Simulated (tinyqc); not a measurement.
Transmission spectrum against simple models: phonon transmission through an interface between two chains by Green functions. Computed by tinyqc, a small Python program. Command: `OMP_NUM_THREADS=1 python tinyqc.py 3007368 3007369 out.jsonl agf walk`. One thread of a shared host (Intel(R) Xeon(R) Processor @ 2.30GHz), about 0.01 s of CPU time with the checks.

Two semi-infinite chains (masses m_1, m_2; springs k_1, k_2), motion along the chain. The central region holds the end atom of each chain and three interlayer atoms of mass m_b, joined by springs k_b. lambda = omega^2 in eV/(angstrom^2 u); nu = 15.6333042 THz x sqrt(lambda).

Inputs (values chosen for the exercise, for two model chains): mass m_1 = 63.6 u; spring k_1 = 2.96 eV/angstrom^2; mass m_2 = 188 u; spring k_2 = 2.87 eV/angstrom^2; junction spring k_b = 1.04 eV/angstrom^2; interlayer mass m_b = 127 u; probe frequency / lower band top = 0.35.

Atoms in the interlayer: three.

Constants: nu for 1 eV/(angstrom^2 u) = 15.6333042 THz.

Method:
- nu_max = 15.6333042 THz x 2 sqrt(k/m); impedance Z = sqrt(k m); long-wave transmission 4 Z_1 Z_2/(Z_1 + Z_2)^2; the probe frequency is the given share of the lower band top.
- In chain i, sin(q_i a/2) = nu/nu_max,i. An outgoing wave makes the next atom move as exp(i q_i a) times the end atom, so the lead adds the self-energy Sigma_i = -k_i exp(i q_i a) to the force-constant matrix; Gamma_i = -2 Im Sigma_i = 2 k_i sin(q_i a).
- A = lambda M - K - Sigma over the central atoms, with K_ii the sum of the springs at i, K_(i,i+1) = -k_b; G = inverse of A; transmission = Gamma_1 Gamma_2 |G_(first,last)|^2.
- Long-wave value 4 Z_1 Z_2/(Z_1 + Z_2)^2. Continuum estimate, with omega = sqrt(lambda): a slab of impedance Z_b = sqrt(k_b m_b) and phase p = omega x (number of interlayer atoms) x sqrt(m_b/k_b), tau = 4 Z_1 Z_2/[(Z_1 + Z_2)^2 cos^2 p + (Z_b + Z_1 Z_2/Z_b)^2 sin^2 p].

band top of chain 1 = 6.74525 THz

band top of chain 2 = 3.86316 THz

long-wave transmission = 0.933786

Z_1 = 13.7206 sqrt(eV u)/angstrom

Z_2 = 23.2284 sqrt(eV u)/angstrom

Transmission:
```
nu/nu_top  nu (THz)  Green function  long-wave value  continuum estimate
0.05         0.1932         0.89565          0.93379             0.91536
0.15         0.5795         0.81719          0.93379             0.83923
0.25         0.9658         0.94434          0.93379             0.84877
0.35         1.3521         0.77273          0.93379             0.92517
0.45         1.7384         0.77382          0.93379             0.90299
0.55         2.1247         0.74645          0.93379             0.83255
0.65         2.5111         0.58780          0.93379             0.86064
0.75         2.8974         0.01246          0.93379             0.93151
0.85         3.2837         0.00030          0.93379             0.88914
0.92         3.5541         0.00004          0.93379             0.83778
0.98         3.7859         0.00001          0.93379             0.83142
```

What follows from these numbers?

The transmission starts at the impedance value 0.934 and vanishes at the lower band top, 3.86 THz, above which chain 2 has no states. It first falls below half of that value at nu/nu_top = 0.75. The continuum estimate is within 0.05 up to nu/nu_top = 0.15; it leaves out dispersion, and it puts the faces of the slab half a spring from its outer atoms.
